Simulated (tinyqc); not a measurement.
# Ballistic Schottky-barrier transistor with a one-dimensional channel, WKB contacts, step by step

Computed by the program tinyqc: `OMP_NUM_THREADS=1 python tinyqc.py 2390139 2390140 out.jsonl`, one thread of a shared Intel Xeon 2.30GHz, about 0.07 s for the whole run. Printed values are rounded.

Source Fermi level 0, drain Fermi level -Vd. Far from the contacts Ec = pn - psi, and the gate moves psi one to one; the band edges relax as exp(-x/lam) from pn at the source and pn - Vd at the drain; Ev = Ec - Eg. A carrier of energy w inside the channel band meets at a contact a barrier of height D (the contact edge beyond the channel edge): T = 1 for w >= D, else exp(-S), S = 4 lam sqrt(m/C) [sqrt(D - w) - sqrt(w) arctan sqrt((D - w)/w)], C = hbar^2/(2 m0). The two contacts combine as Ts Td/(Ts + Td - Ts Td).

Values chosen for this exercise; channel values close to those of a carbon nanotube: temperature T = 300 K; band gap Eg = 0.759 eV; barrier for electrons at both contacts pn = 0.34 eV; electron mass mn = 0.059 m0; hole mass mp = 0.058 m0; valleys or subbands g = 2; screening length at the contacts lam = 2.7 nm; drain bias Vd = 0.5 V; band shift psi of the channel by the gate ps = 0.48 V; energy of one carrier inside the channel band w0 = 0.24 eV; upper end of the grid wm = 0.66 eV; points of the grid nE = 17.

Constants: q = 1.602176634e-19 C, kB = 1.380649e-23 J/K, hbar = 1.054571817e-34 J s, h = 6.62607015e-34 J s, m0 = 9.1093837015e-31 kg, Vt = kB T/q, hbar^2/(2 m0) = 0.0380998212 eV nm^2. Results are converted to the units shown.

Range of the model: No scattering, image-force lowering, channel charge or band-to-band tunnelling; parabolic kappa overstates S deep in the gap.

## Band edges and barriers

Electrons: Ds = psi, Dd = psi - Vd, Es = Ec, Ed = Ec + Vd. Holes: Ds = -psi, Dd = Vd - psi, Es = -Ev, Ed = -Ev - Vd. The size of each current is taken; both flow from drain to source and add.

Ec = -0.14 eV
Ev = -0.899 eV
D for electrons (eV): source 0.480000, drain -0.020000
D for holes (eV): source -0.480000, drain 0.020000

A negative D is no barrier. Here the electrons carry the larger current.

## Transmission of one of the electrons

S and T at both contacts for w = w0, and the tunnelling distance lam ln(D/w) at the higher barrier.

S at the source = 1.41295
S at the drain = 0
combined T = 0.243424
tunnelling distance = 1.87150 nm

## Current of the electrons on a coarse grid

I = g (2 q^2/h) int T(w) [f(Es + w) - f(Ed + w)] dw, f(y) = 1/(1 + exp(y/Vt)). Electrons: Ds = psi, Dd = psi - Vd, Es = Ec, Ed = Ec + Vd. Holes: Ds = -psi, Dd = Vd - psi, Es = -Ev, Ed = -Ev - Vd. The size of each current is taken; both flow from drain to source and add. Simpson's rule on nE equally spaced w from 0 to wm.

```
point    w (eV)          Ts  Td           T  size of the supply difference
0      0.000000  9.03997e-5   1  9.03997e-5                       0.995571
1      0.041250  0.00439782   1  0.00439782                       0.978539
2      0.082500   0.0172508   1   0.0172508                       0.902402
3      0.123750   0.0444603   1   0.0444603                       0.652167
4      0.165000   0.0918316   1   0.0918316                       0.275470
5      0.206250    0.164072   1    0.164072                      0.0715803
6      0.247500    0.263535   1    0.263535                      0.0153937
7      0.288750    0.389060   1    0.389060                     0.00316035
8      0.330000    0.535068   1    0.535068                     6.42483e-4
9      0.371250    0.690954   1    0.690954                     1.30351e-4
10     0.412500    0.840550   1    0.840550                     2.64357e-5
11     0.453750    0.960223   1    0.960223                     5.36080e-6
12     0.495000           1   1           1                     1.08708e-6
13     0.536250           1   1           1                     2.20441e-7
14     0.577500           1   1           1                     4.47016e-8
15     0.618750           1   1           1                     9.06471e-9
16     0.660000           1   1           1                     1.83816e-9
```

current = 0.588377 uA

A converged quadrature gives 0.5872 uA; this grid is 0.20 % above that. 0.00132 % of it passes over both barriers, the rest tunnels. The other carrier adds 6.46e-7 uA.
